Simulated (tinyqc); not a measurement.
Inside a calculation. Method: ROHF in the sto-6g basis, for BeH, spin multiplicity 2. One step of it, computed by the program tinyqc.

Problem. Iteration 3: Roothaan effective Fock matrix. With projectors Pc = D(beta) S, Po = (D(alpha) - D(beta)) S, Pv = 1 - D(alpha) S, the block xy is Px^T F Py; with Fc = (F(alpha) + F(beta))/2, the blocks are Fc for cc, oo, vv and cv, F(beta) for co and F(alpha) for ov.

F(alpha) (hartree):
```
,1Be 1s,1Be 2s,1Be 2px,1Be 2py,1Be 2pz,2H 1s
1Be 1s,-4.705425,-1.262714,0.001054,-0.004178,0.005249,-0.036287
1Be 2s,-1.262714,-0.664658,0.024495,0.008130,0.047234,-0.112425
1Be 2px,0.001054,0.024495,0.114722,-0.000980,-0.024685,-0.034384
1Be 2py,-0.004178,0.008130,-0.000980,0.126846,-0.001172,0.000204
1Be 2pz,0.005249,0.047234,-0.024685,-0.001172,0.080785,-0.153406
2H 1s,-0.036287,-0.112425,-0.034384,0.000204,-0.153406,-0.158613
```

F(beta) (hartree):
```
,1Be 1s,1Be 2s,1Be 2px,1Be 2py,1Be 2pz,2H 1s
1Be 1s,-4.674322,-1.265995,0.000546,-0.004275,0.005251,-0.034292
1Be 2s,-1.265995,-0.448557,-0.031379,-0.002552,-0.044048,-0.170084
1Be 2px,0.000546,-0.031379,0.180201,0.000933,-0.007641,-0.018599
1Be 2py,-0.004275,-0.002552,0.000933,0.182682,0.002086,0.003222
1Be 2pz,0.005251,-0.044048,-0.007641,0.002086,0.157810,-0.118575
2H 1s,-0.034292,-0.170084,-0.018599,0.003222,-0.118575,0.094174
```

D(alpha) after iteration 2:
```
,1Be 1s,1Be 2s,1Be 2px,1Be 2py,1Be 2pz,2H 1s
1Be 1s,1.069673,-0.274552,0.015252,0.014729,0.013062,0.023208
1Be 2s,-0.274552,1.082182,-0.064523,-0.037062,-0.051250,-0.116872
1Be 2px,0.015252,-0.064523,0.034828,0.002317,0.043916,0.167074
1Be 2py,0.014729,-0.037062,0.002317,0.001298,0.001905,0.004556
1Be 2pz,0.013062,-0.051250,0.043916,0.001905,0.056320,0.216698
2H 1s,0.023208,-0.116872,0.167074,0.004556,0.216698,0.840040
```

D(beta) after iteration 2:
```
,1Be 1s,1Be 2s,1Be 2px,1Be 2py,1Be 2pz,2H 1s
1Be 1s,1.019893,-0.086390,-0.018954,0.008190,-0.026171,-0.115908
1Be 2s,-0.086390,0.370964,0.064769,-0.012345,0.097045,0.408959
1Be 2px,-0.018954,0.064769,0.011323,-0.002176,0.016957,0.071483
1Be 2py,0.008190,-0.012345,-0.002176,0.000439,-0.003248,-0.013719
1Be 2pz,-0.026171,0.097045,0.016957,-0.003248,0.025400,0.107058
2H 1s,-0.115908,0.408959,0.071483,-0.013719,0.107058,0.451272
```

overlap S:
```
,1Be 1s,1Be 2s,1Be 2px,1Be 2py,1Be 2pz,2H 1s
1Be 1s,1.000000,0.254764,0.000000,0.000000,0.000000,0.006969
1Be 2s,0.254764,1.000000,0.000000,0.000000,0.000000,0.148980
1Be 2px,0.000000,0.000000,1.000000,0.000000,0.000000,0.000000
1Be 2py,0.000000,0.000000,0.000000,1.000000,0.000000,0.000000
1Be 2pz,0.000000,0.000000,0.000000,0.000000,1.000000,0.207779
2H 1s,0.006969,0.148980,0.000000,0.000000,0.207779,1.000000
```

Give: effective F.

Solution.

effective F (hartree):
```
,1Be 1s,1Be 2s,1Be 2px,1Be 2py,1Be 2pz,2H 1s
1Be 1s,-4.690,-1.266,0.001,-0.004,0.006,-0.034
1Be 2s,-1.266,-0.567,0.001,0.004,0.000,-0.143
1Be 2px,0.001,0.001,0.146,0.000,-0.017,-0.027
1Be 2py,-0.004,0.004,0.000,0.155,0.000,0.001
1Be 2pz,0.006,0.000,-0.017,0.000,0.123,-0.131
2H 1s,-0.034,-0.143,-0.027,0.001,-0.131,-0.023
```
